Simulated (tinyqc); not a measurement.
Inside a calculation. Model: n-type polysilicon, carrier trapping at grain boundaries.

tinyqc, about 0.01 s, one thread, Intel Xeon 2.30GHz (shared host): `OMP_NUM_THREADS=1 python tinyqc.py 2830060 2830061 out.jsonl` Printed values are rounded.

One-dimensional grains of size Lg, uniform ionised doping N, monovalent traps Qt at each boundary at a depth Et below (for electrons) or above (for holes) the band edge there, abrupt depletion of width W on each side of a boundary, Boltzmann statistics. xi is the distance from the band edge at the grain centre to the Fermi level. Trapped charge Qt/(1 + exp((xi + VB - Et)/Vt)) = 2 N W, barrier VB = q N W^2/(2 eps0 eps_r).

Inputs (values chosen for the exercise); values of the order met in polycrystalline silicon: temperature T = 400 K; relative permittivity eps_r = 11.7; conduction-band density of states at T NB = 4.31e19 cm^-3; grain size Lg = 29 nm; trap density of a grain boundary Qt = 2e12 cm^-2; depth of the trap level from the majority band edge at the boundary Et = 0.46 eV; mass for thermionic emission ms = 0.58 m0; correction factor of the emission rate fe = 0.25; mobility inside the grains mug = 160 cm^2/(V s); doping N = 2.8e18 cm^-3.

Constants: q = 1.602176634e-19 C, kB = 1.380649e-23 J/K, m0 = 9.1093837015e-31 kg, Vt = kB T/q, eps0 = 8.8541878128e-14 F/cm where lengths are in cm. Results are converted to the units shown.

Range of the model: VB is below Vt, where abrupt depletion and thermionic emission are rough.

## Starting value

W = 3.6 nm.

W at the start = 3.6 nm

## Iteration 1: new W

Partly depleted grain, xi = Vt ln(NB/N): f = 1/(1 + exp((xi + VB - Et)/Vt)), g = Qt f - 2 N W, g' = -2 Qt f (1 - f) VB/(W Vt) - 2 N, W(new) = W - g/g'.

VB = 0.0280614 V
f = 0.999944
g = -1.61112e10 cm^-2
g' = -5.60050e11 cm^-2/nm
W after iteration 1 = 3.57123 nm

## Iteration 2: new W

As before.

VB = 0.0276147 V
f = 0.999945
g = -15076.7 cm^-2
g' = -5.60049e11 cm^-2/nm
W after iteration 2 = 3.57123 nm

## Course of the iteration

Stop when the step is below 1e-10 nm, or after 40 iterations.

Course of the iteration:
```
iteration,W before the step (nm),step (nm)
1,3.6,-0.0288
2,3.57123,-2.69e-8
3,3.57123,< 1e-14
```

Converged in 3 iterations.

## Depletion width, Fermi level and barrier

If the trap equation with xi = Vt ln(NB/N) has a root W < Lg/2, the grain is partly depleted; otherwise W = Lg/2 and the trap equation gives xi = Et - VB + Vt ln(Qt/(N Lg) - 1). N* = Qt/Lg.

N* = 6.89655e17 cm^-3
W = 3.57123 nm
xi = 0.0942358 V
VB = 0.0276147 V
share of traps filled = 0.999945

N is 4.06 N*, and the grain is partly depleted; VB = 0.801 Vt.

## Resistivity and effective mobility

n0 = NB exp(-xi/Vt); mean density n0 (1 - 2 W/Lg) by charge balance in a partly depleted grain, and n0 (sqrt(pi)/2) erf(u)/u with u = sqrt(VB/Vt) in a fully depleted one; v = sqrt(kB T/(2 pi ms m0)); barrier resistivity Vt exp(VB/Vt)/(q fe n0 v Lg); grain resistivity (1 - 2 W/Lg)/(q n0 mug); effective mobility 1/(q mean density total resistivity).

n0 = 2.8e18 cm^-3
mean density = 2.11038e18 cm^-3
v = 4.07871e6 cm/s
barrier resistivity = 0.0578939 ohm cm
grain resistivity = 0.0105006 ohm cm
resistivity = 0.0683945 ohm cm
effective mobility = 43.2421 cm^2/(V s)

The resistivity is 4.91 times that of a single crystal with the same N and mobility mug, and the mean density is 75.4 % of N.
